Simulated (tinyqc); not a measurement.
Epitaxial growth on a vicinal surface: Burton-Cabrera-Frank step flow, step-edge barrier and island nucleation: one step, computed by the program tinyqc. Command: `OMP_NUM_THREADS=1 python tinyqc.py 3001564 3001565 out.jsonl stepflow walk`. One thread of a shared host (Intel(R) Xeon(R) Processor @ 2.30GHz), about 0.03 s of CPU time with the checks.

Adatoms land at rate F, hop on a square grid (a simplification for hexagonal faces), desorb, or join steps. Lengths are in units of a and n is the adatom coverage. Steps ascend at x = 0 and descend at x = l.

Problem. Terrace solution. D n'' - n/tau + F = 0 with n(0) = n_eq and -l_s n'(l) = n(l) - n_eq. With u = n - F tau, A = n_eq - F tau, y = l/x_s, s = l_s/x_s: u = A cosh(x/x_s) + B sinh(x/x_s), B = A (1 - cosh y - s sinh y)/(sinh y + s cosh y). Flux into the ascending step J+ = D B/x_s, over the descending one J- = -(D/x_s)(A sinh y + B cosh y); step velocity J+ + J-; growth rate (J+ + J-)/l. For small y: J+ + J- = (F - n_eq/tau) l, J-/J+ = l/(l + 2 l_s). The coverage peaks where n' = 0, tanh(x/x_s) = -B/A.

Inputs (values chosen for the exercise, close to those used for GaN(0001)): deposition rate F = 0.039 layers/s; temperature T = 900 C; critical nucleus size i = 1.

D = 7933328 a^2/s

lifetime tau = 0.3867311 s

diffusion length x_s = 1751.589 a

equilibrium coverage n_eq = 1.266579e-05

terrace width l = 155.0624 a

Schwoebel length l_s = 0.4137017 a

Give: J+; J-; growth rate; peak coverage; position of the peak.

Solution.

J+ = 3.027 atoms per step site and s

J- = 3.011 atoms per step site and s

growth rate = 0.03894 layers/s

peak coverage = 2.750e-05

position of the peak = 77.74 a

Caution: twice the distance from the ascending step to the coverage peak exceeds the expected island spacing [0.25 (F/D)^(i/(i+2)) exp(E_i/((i+2) k_B T))]^(-1/2) by 40 % or more, so islands nucleate and the step-flow values are formal.
